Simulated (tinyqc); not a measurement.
Metal gate on a two-layer dielectric stack with fixed charge and a dipole: two steps of the calculation.

Gate, layer 2, layer 1, p-type semiconductor; x runs from the gate inwards. Charges are counted in units of +q. psi is the band bending at the surface, positive towards inversion. Classical charge, Boltzmann statistics, no interface traps.

Inputs (values chosen for the exercise); band and dielectric values close to those of 4H silicon carbide, layer 1 close to silicon dioxide, layer 2 close to zirconium oxide:

| symbol | value | unit | meaning |
|---|---|---|---|
| T | 350 | K | temperature |
| Eg | 3.23 | eV | band gap |
| eps_r | 9.54 |  | relative permittivity |
| Nc | 2.13e19 | cm^-3 | conduction-band density of states at T |
| Nv | 3.11e19 | cm^-3 | valence-band density of states at T |
| chi | 3.55 | eV | electron affinity |
| Na | 1.8e16 | cm^-3 | acceptor density |
| pM | 4.44 | eV | work function of the gate metal |
| t1 | 0.8 | nm | thickness of layer 1, next to the semiconductor |
| e1 | 3.92 |  | relative permittivity of layer 1 |
| t2 | 1.9 | nm | thickness of layer 2, next to the gate |
| e2 | 25.2 |  | relative permittivity of layer 2 |

Constants: q = 1.602176634e-19 C, kB = 1.380649e-23 J/K, Vt = kB T/q, eps0 = 8.8541878128e-14 F/cm where lengths are in cm. Results are converted to the units shown.

Task 1. Equivalent thickness and work-function difference. EOT = 3.9 (t1/e1 + t2/e2), Cox = eps0/(t1/e1 + t2/e2); phi_ms = pM - (chi + Eg - Vt ln(Nv/Na)).

Wanted: EOT; Cox; share of layer 1 in the EOT; phi_ms.

Result 1.

EOT = 1.090 nm
Cox = 3.168 uF/cm^2
share of layer 1 in the EOT = 73.02 %
phi_ms = -2.115 V

Task 2. Threshold voltage. ni = sqrt(Nc Nv) exp(-Eg/(2 Vt)), Eg in volts, pB = Vt ln(Na/ni), Vth = Vfb + 2 pB + sqrt(4 q eps0 eps_r Na pB)/Cox.

Vfb = -2.1437885 V
Cox = 3.1681110 uF/cm^2

Give: ni; pB; depletion charge; Vth.

Result 2.

ni = 1.4308e-4 cm^-3
pB = 1.3959 V
depletion charge = 0.11663 uC/cm^2
Vth = 0.68477 V

Numbers from tinyqc (`OMP_NUM_THREADS=1 python tinyqc.py 2010032 2010033 out.jsonl`; about 0.01 s on one thread of a shared Intel Xeon 2.30GHz).
